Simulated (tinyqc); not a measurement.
Band edges of strained Si(1-x)Ge(x) on relaxed Si(1-y)Ge(y): sweeps and comparisons. A value that a table varies takes the place of the one given here.

Values are linear in the Ge fraction but for ED(x) = linear - CD x (1 - x) and a(x) = linear - Ca x (1 - x). Energies are on the common scale of Ev.

Coherent growth on a (111) face: e_par = (a(y) - a(x))/a(x), e_perp = -(2 C11 + 4 C12 - 4 C44)/(C11 + 2 C12 + 4 C44) e_par; exx = eyy = ezz = (2 e_par + e_perp)/3 and exy = eyz = ezx = (e_perp - e_par)/3.

A valley with unit axis u lies at Ev + gap + (av + a_valley) tr(e) + Xu (u.e.u - tr(e)/3); the Delta axes are x, y, z and the L axes [111], [1-1-1], [-11-1], [-1-11]. The second-order shift of the Delta valleys under shear is left out; it lowers the pair normal to the sheared plane by tens of meV at a shear of 1 %.

Valence edges: Ev plus the levels of the 6 x 6 matrix of X, Y, Z times spin with -Dso/3 + l exx + m (eyy + ezz) on the diagonal (cyclic), n exy off it, l = av + 2 b, m = av - b, n = sqrt(3) d. Spin-orbit term (Dso/3) L.sigma on X, Y, Z with (L_k)_ij = -i epsilon_kij: <X+|H|Y+> = -i Dso/3, <X+|H|Z-> = Dso/3, <Y+|H|Z-> = -i Dso/3, <Z+|H|X-> = -Dso/3, <Z+|H|Y-> = i Dso/3, <X-|H|Y-> = i Dso/3, and their conjugates; + and - are the spin along z.

Coherent growth: e_par = (a(y) - a(x))/a(x). (001): e_perp = -2 (C12/C11) e_par; exx = eyy = e_par, ezz = e_perp, no shear. (111): e_perp = -(2 C11 + 4 C12 - 4 C44)/(C11 + 2 C12 + 4 C44) e_par; exx = eyy = ezz = (2 e_par + e_perp)/3 and exy = eyz = ezx = (e_perp - e_par)/3. (110): e_perp = -(C11 + 3 C12 - 2 C44)/(C11 + C12 + 2 C44) e_par; exx = eyy = (e_par + e_perp)/2, ezz = e_par, exy = (e_perp - e_par)/2, eyz = ezx = 0.

Values chosen for the exercise (end members near Si and Ge, in this order; not measured data):
- a = (5.427, 5.662) angstrom (lattice constant)
- Dso = (0.044, 0.287) eV (spin-orbit splitting)
- av = (2.44, 1.26) eV (valence hydrostatic potential)
- b = (-2.07, -2.52) eV (tetragonal shear potential)
- d = (-4.74, -5.25) eV (trigonal shear potential)
- C11 = (163.7, 128.3) GPa
- C12 = (64.2, 48.6) GPa
- C44 = (80, 66.8) GPa
- Ev = (0, 0.67) eV (top of the unstrained valence band)
- ED = (1.157, 0.913) eV (gap to the Delta valleys)
- EL = (2.037, 0.73) eV (gap to the L valleys)
- aD = (1.75, 1.23) eV (hydrostatic potential of the Delta gap)
- aL = (-3.38, -2.53) eV (hydrostatic potential of the L gap)
- XuD = (8.96, 9.05) eV (uniaxial potential, Delta)
- XuL = (16.69, 15.47) eV (uniaxial potential, L)
- CD = 0.182 eV (bowing of the Delta gap)
- Ca = 0.024 angstrom (bowing of the lattice constant)
- face = 111 (growth face)
- y = 0.67 (Ge fraction of the relaxed buffer)
- x = 1 (Ge fraction of the layer)

## Composition of the layer

The buffer is kept. dEc = Ec(buffer) - Ec(layer), dEv = Ev(layer) - Ev(buffer); buffer edges Ev(y) and Ev(y) + min(ED, EL). The digit behind Delta or L counts whole valleys.

Results:

| x | e_par (%) | lowest valleys | gap (eV) | next valleys above (meV) | valence splitting (meV) | dEc (eV) | dEv (eV) |
|---|---|---|---|---|---|---|---|
| 0.12 | 2.32 | Delta6 | 1.007 | 226 | 255 | 0.068 | -0.122 |
| 0.25 | 1.79 | Delta6 | 0.991 | 236 | 188 | 0.067 | -0.104 |
| 0.37 | 1.29 | Delta6 | 0.979 | 238 | 129 | 0.057 | -0.083 |
| 0.50 | 0.73 | Delta6 | 0.969 | 231 | 68 | 0.039 | -0.054 |
| 0.62 | 0.22 | Delta6 | 0.958 | 217 | 19 | 0.013 | -0.018 |
| 0.75 | -0.35 | Delta6 | 0.918 | 123 | 27 | -0.024 | 0.059 |
| 0.87 | -0.88 | L3 | 0.859 | 10 | 61 | -0.056 | 0.150 |
| 1.00 | -1.46 | L3 | 0.660 | 163 | 93 | 0.041 | 0.252 |

How do the results move?

The gap is 1.007 eV in the first row and 0.660 eV in the last. The lowest valleys change: Delta6 to L3 between x = 0.75 and 0.87. Per 0.1 of x the valence offset moves by +42 meV on average; the conduction offset lies between -56 and +68 meV, not monotonically. Both carriers sit on one side for x = 1.00, and on opposite sides elsewhere. Offsets below about 30 meV are within the spread of parameter sets, so those rows do not settle the type. Strains above 2 % can be kept only in layers of a few nanometres.

## Composition of the buffer

The layer is kept. dEc = Ec(buffer) - Ec(layer), dEv = Ev(layer) - Ev(buffer); buffer edges Ev(y) and Ev(y) + min(ED, EL). The digit behind Delta or L counts whole valleys.

Results:

| y | e_par (%) | lowest valleys | gap (eV) | next valleys above (meV) | valence splitting (meV) | dEc (eV) | dEv (eV) |
|---|---|---|---|---|---|---|---|
| 0.45 | -2.39 | L3 | 0.616 | 150 | 124 | -0.033 | 0.419 |
| 0.53 | -2.06 | L3 | 0.632 | 154 | 114 | -0.008 | 0.358 |
| 0.61 | -1.72 | L3 | 0.648 | 159 | 103 | 0.019 | 0.298 |
| 0.69 | -1.38 | L3 | 0.664 | 164 | 89 | 0.049 | 0.237 |
| 0.76 | -1.07 | L3 | 0.679 | 168 | 74 | 0.076 | 0.183 |
| 0.84 | -0.72 | L3 | 0.696 | 136 | 53 | 0.110 | 0.122 |
| 0.92 | -0.36 | L3 | 0.713 | 69 | 29 | 0.061 | 0.061 |

What does this show, and why?

The gap is 0.616 eV in the first row and 0.713 eV in the last. The lowest valleys are L3 throughout. Per 0.1 of y the valence offset moves by -76 meV on average; the conduction offset lies between -33 and +110 meV, not monotonically. Both carriers sit on one side for y = 0.61, 0.69, 0.76, 0.84 and 0.92, and on opposite sides elsewhere. Offsets below about 30 meV are within the spread of parameter sets, so those rows do not settle the type. Strains above 2 % can be kept only in layers of a few nanometres.

## The same layer on three faces

dEc = Ec(buffer) - Ec(layer), dEv = Ev(layer) - Ev(buffer); buffer edges Ev(y) and Ev(y) + min(ED, EL). The digit behind Delta or L counts whole valleys.

Results:

| face | e_par (%) | lowest valleys | gap (eV) | next valleys above (meV) | valence splitting (meV) | dEc (eV) | dEv (eV) | Delta spread (meV) | L spread (meV) |
|---|---|---|---|---|---|---|---|---|---|
| (001) | -1.46 | L4 | 0.711 | 37 | 97 | -0.021 | 0.263 | 233 | 0 |
| (111) | -1.46 | L3 | 0.660 | 163 | 93 | 0.041 | 0.252 | 0 | 276 |
| (110) | -1.46 | L2 | 0.615 | 143 | 95 | 0.083 | 0.255 | 96 | 219 |

How do the results move?

On (001) only the Delta valleys split (233 meV), on (111) only the L valleys (276 meV), on (110) both (96 and 219 meV). The lowest valleys are L4 on (001), L3 on (111) and L2 on (110); the smallest gap is 0.615 eV on (110) and the largest 0.711 eV on (001).

## What each parameter does

dEc = Ec(buffer) - Ec(layer), dEv = Ev(layer) - Ev(buffer); buffer edges Ev(y) and Ev(y) + min(ED, EL). Each row changes one parameter from the base and keeps the others.

Results:

| case | gap (eV) | valence splitting (meV) | dEc (eV) | dEv (eV) |
|---|---|---|---|---|
| base | 0.6603 | 92.7 | 0.0410 | 0.2520 |
| x = 0.97 | 0.7062 | 85.9 | 0.0188 | 0.2283 |
| y = 0.7 | 0.6664 | 86.9 | 0.0524 | 0.2292 |
| CD = 0.232 eV | 0.6603 | 92.7 | 0.0300 | 0.2520 |
| av = (2.806, 1.449) eV | 0.6603 | 92.7 | 0.0455 | 0.2475 |
| aL = (-3.887, -2.909) eV | 0.6693 | 92.7 | 0.0320 | 0.2520 |
| Ev = (0, 0.77) eV | 0.6603 | 92.7 | 0.0080 | 0.2850 |
| aD = (2.012, 1.414) eV | 0.6603 | 92.7 | 0.0410 | 0.2520 |
| XuD = (10.304, 10.408) eV | 0.6603 | 92.7 | 0.0410 | 0.2520 |

What can be read from the table?

The largest shifts from the base row, up to three for each result and ties (the steps differ in size, so this ranks the rows, not the parameters). gap (eV): x +0.0459, aL +0.0090, y +0.0062; unchanged at the printed digits by CD, av, Ev, aD and XuD. valence splitting (meV): x -6.8, y -5.8; unchanged at the printed digits by CD, av, aL, Ev, aD and XuD. dEc (eV): Ev -0.0330, x -0.0222, y +0.0114; unchanged at the printed digits by aD and XuD. dEv (eV): Ev +0.0330, x -0.0238, y -0.0228; unchanged at the printed digits by CD, aL, aD and XuD. The lowest valleys of the layer are L3, so among the conduction-band potentials only those of that family reach the gap and dEc; the buffer is unstrained. A shift large enough to swap the lowest family would change that.

Computed by tinyqc, a small Python program: `OMP_NUM_THREADS=1 python tinyqc.py 1051027 1051028 out.jsonl` (the numbers bound the seed that draws the inputs); one thread of a shared host (Intel(R) Xeon(R) Processor @ 2.30GHz), about 0.01 s for the whole set of steps.
